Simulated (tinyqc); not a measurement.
Thermal boundary conductance by the acoustic and diffuse mismatch models: one step, computed by the program tinyqc.

Each side has one longitudinal and two transverse Debye branches, omega = v q up to q_D = (6 pi^2 n)^(1/3), with n counting all atoms. Scattering at the interface is elastic. Electrons are left out of G, also for metals. Melting is ignored. G refers to the temperatures of the phonons sent towards the interface. Linear branches over all atoms overstate G at high T, most for crystals with several atoms a cell.

Problem. Acoustic mismatch: transmission of each branch. No mode conversion. t(theta) = 4 Z_1 Z_2 cos(theta_1) cos(theta_2)/N^2, with N = Z_2 cos(theta_1) + Z_1 cos(theta_2) for L (the form for pressure waves) and N = Z_1 cos(theta_1) + Z_2 cos(theta_2) for both T branches (the form for shear waves polarised along the interface); sin(theta_2) = (v_2/v_1) sin(theta_1), and t = 0 beyond the critical angle arcsin(v_1/v_2); the mean over the incoming flux is alpha = 2 int t sin(theta_1) cos(theta_1) d theta_1 (64 Gauss-Legendre points).

Structure: superlattice.

Branches:
```
branch     v (m/s)  cut-off (K)  Z (1e6 kg/(m^2 s))
L, side 1     5000      650.902             45.0500
T, side 1     2560      333.262             23.0656
L, side 2     9490     1341.335             33.5946
T, side 2     6180      873.493             21.8772
```

Give: Transmission.

Solution.

Transmission:
```
branch  t at normal incidence  largest angle from side 1 (deg)  alpha, 1 to 2  alpha, 2 to 1
L                      0.9788                            31.79         0.2657         0.9572
T                      0.9993                            24.47         0.1564         0.9114
```

For L waves from side 1 the critical cone of 32 degrees bounds the transmission; the mean is 0.27 against 0.98 at normal incidence. For T waves from side 1 the critical cone of 24 degrees bounds the transmission; the mean is 0.16 against 1.00 at normal incidence.
